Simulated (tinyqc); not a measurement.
Thermal stress and diffusional relaxation in a metal film: Coble and Nabarro-Herring creep, cooling and holds. From stress after the hold back to hold time t. Computed by tinyqc, a small Python program. Command: `OMP_NUM_THREADS=1 python tinyqc.py 3024159 3024160 out.jsonl creep inv`. One thread of a shared host (Intel(R) Xeon(R) Processor @ 2.30GHz), about 0.02 s of CPU time with the checks.

A thin film on a rigid substrate is stress-free at T0. Tension is positive and the film creeps linearly: d sigma/dt = -M (mismatch) dT/dt - sigma/tau.

Inputs (values chosen for the exercise, modelled on silver films on silicon):
```
quantity                           value        unit
biaxial modulus M                    135         GPa
expansion mismatch                    16      1e-6/K
atomic volume Omega                   17  angstrom^3
lattice prefactor D0             3.2e-05       m^2/s
lattice energy E                    1.92          eV
boundary prefactor (delta D_b)0  3.7e-15       m^3/s
boundary energy E_b                0.907          eV
grain size d                         0.5          um
stress-free temperature T0           300           C
hold temperature T                   220           C
```

Constants: k_B = 1.380649e-23 J/K; k_B = 8.617333262e-05 eV/K.

Method:
- Thermoelastic slope = M x mismatch; sigma_0 = slope x (T0 - T).
- Creep rate per stress: Nabarro-Herring 14 D Omega/(k_B T d^2), Coble (14 pi) delta D_b Omega/(k_B T d^3), with D = D0 exp(-E/(k_B T)), delta D_b = (delta D_b)0 exp(-E_b/(k_B T)); 1/tau = M x (sum of both)/2 (biaxial strain rate is half the uniaxial one).
- Temperatures in kelvin are T(C) + 273.15.
- sigma(t) = sigma_0 exp(-t/tau), relaxed part sigma_0 - sigma(t); the grain size where both mechanisms are equal is pi delta D_b/D.

Problem. A run gave the result below. Find the hold time t, known to lie between 0.0075 and 0.018 h.

stress after the hold = 3.184025 MPa

Solution.

Each step takes the trial c = (a f_b - b f_a)/(f_b - f_a), f being the result less the target and a, b, c the logarithms of the listed values; c replaces end b, the old b replaces a if the sign of f changed, and otherwise f_a is halved.

Scan of the range:
```
hold time t (h)  stress after the hold (MPa)
0.00750                              7.13081
0.00868                              4.31843
0.01000                              2.46417
0.01160                              1.24833
0.01340                              0.58086
0.01560                              0.22802
0.01800                              0.08222
```

False position (Illinois rule, in the logarithm of the input) inside the bracket:
```
step       end a      end b       trial  stress after the hold (MPa)
1     0.00868000  0.0100000  0.00946525                      3.09298
2     0.00868000  0.0094653  0.00935255                      3.24475
3     0.00946525  0.0093526  0.00939748                      3.18337
4     0.00935255  0.0093975  0.00939700                      3.18402
5     0.00935255  0.0093970  0.00939700                      3.18403
6     0.00939700  0.0093970  0.00939700                      3.18403
```

Stress after the hold falls at every point of a 13-point scan of the range (every second point is shown), so one value fits; it is bracketed by 0.00868 and 0.0100. Answer: hold time t = 0.009397 h.

Caution: bulk creep laws overstate relaxation in a bonded film, where the substrate constrains boundary diffusion, and dislocation glide is left out.
